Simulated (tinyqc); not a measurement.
On-chip power grid, static voltage drop by conjugate gradients: two steps of the calculation.

A grid of 3 rows and 4 columns, node k = 4 row + column. Neighbours in a row are joined by Rx, in a column by Ry; pad nodes, which reach the supply through Rp: 0, 11. Each node draws I0, node 6 draws kh I0. The drops u = Vdd - V solve G u = i, with G the conductance matrix (1/Rp added on the diagonal at pad nodes).

Values chosen for this exercise:
- Rx = 0.28 ohm (resistance of a horizontal segment)
- Ry = 0.7 ohm (resistance of a vertical segment)
- Rp = 0.26 ohm (resistance from a pad node to the supply)
- I0 = 12 mA (load current of an ordinary node)
- kh = 8 (factor on the load at the hot node)

Problem 1. Diagonal of G, loads and first direction. G_kk = sum of the conductances at node k. Start u = 0, so the residual is r = i; p = r.

Find: G_kk; r at the start; p at the start.

Solution 1.

G_kk (S):

|  | col 0 | col 1 | col 2 | col 3 |
|---|---|---|---|---|
| row 0 | 8.8462 | 8.5714 | 8.5714 | 5.0000 |
| row 1 | 6.4286 | 10.000 | 10.000 | 6.4286 |
| row 2 | 5.0000 | 8.5714 | 8.5714 | 8.8462 |

r at the start (mA):

|  | col 0 | col 1 | col 2 | col 3 |
|---|---|---|---|---|
| row 0 | 12.000 | 12.000 | 12.000 | 12.000 |
| row 1 | 12.000 | 12.000 | 96.000 | 12.000 |
| row 2 | 12.000 | 12.000 | 12.000 | 12.000 |

p at the start (mA):

|  | col 0 | col 1 | col 2 | col 3 |
|---|---|---|---|---|
| row 0 | 12.000 | 12.000 | 12.000 | 12.000 |
| row 1 | 12.000 | 12.000 | 96.000 | 12.000 |
| row 2 | 12.000 | 12.000 | 12.000 | 12.000 |

Problem 2. Conjugate-gradient step. q = G p; a = (r.r)/(p.q); u(new) = u + a p; r(new) = r - a q; b = (r.r)(new)/(r.r); p(new) = r(new) + b p.

u at the start (mV):

|  | col 0 | col 1 | col 2 | col 3 |
|---|---|---|---|---|
| row 0 | 0 | 0 | 0 | 0 |
| row 1 | 0 | 0 | 0 | 0 |
| row 2 | 0 | 0 | 0 | 0 |

r at the start (mA):

|  | col 0 | col 1 | col 2 | col 3 |
|---|---|---|---|---|
| row 0 | 12 | 12 | 12 | 12 |
| row 1 | 12 | 12 | 96 | 12 |
| row 2 | 12 | 12 | 12 | 12 |

p at the start (mA):

|  | col 0 | col 1 | col 2 | col 3 |
|---|---|---|---|---|
| row 0 | 12 | 12 | 12 | 12 |
| row 1 | 12 | 12 | 96 | 12 |
| row 2 | 12 | 12 | 12 | 12 |

Give: q; a; u after iteration 1; r after iteration 1; b; p after iteration 1.

Solution 2.

q (mA S):

|  | col 0 | col 1 | col 2 | col 3 |
|---|---|---|---|---|
| row 0 | 46.2 | 0.0 | -120.0 | 0.0 |
| row 1 | 0.0 | -300.0 | 840.0 | -300.0 |
| row 2 | 0.0 | 0.0 | -120.0 | 46.2 |

a = 0.1507 ohm

u after iteration 1 (mV):

|  | col 0 | col 1 | col 2 | col 3 |
|---|---|---|---|---|
| row 0 | 1.81 | 1.81 | 1.81 | 1.81 |
| row 1 | 1.81 | 1.81 | 14.47 | 1.81 |
| row 2 | 1.81 | 1.81 | 1.81 | 1.81 |

r after iteration 1 (mA):

|  | col 0 | col 1 | col 2 | col 3 |
|---|---|---|---|---|
| row 0 | 5.04 | 12.00 | 30.08 | 12.00 |
| row 1 | 12.00 | 57.21 | -30.58 | 57.21 |
| row 2 | 12.00 | 12.00 | 30.08 | 5.04 |

b = 0.9317

p after iteration 1 (mA):

|  | col 0 | col 1 | col 2 | col 3 |
|---|---|---|---|---|
| row 0 | 16.22 | 23.18 | 41.26 | 23.18 |
| row 1 | 23.18 | 68.39 | 58.86 | 68.39 |
| row 2 | 23.18 | 23.18 | 41.26 | 16.22 |

Computed by the program tinyqc: `OMP_NUM_THREADS=1 python tinyqc.py 2770126 2770127 out.jsonl`, one thread of a shared Intel Xeon 2.30GHz, about 0.3 s for the whole run.
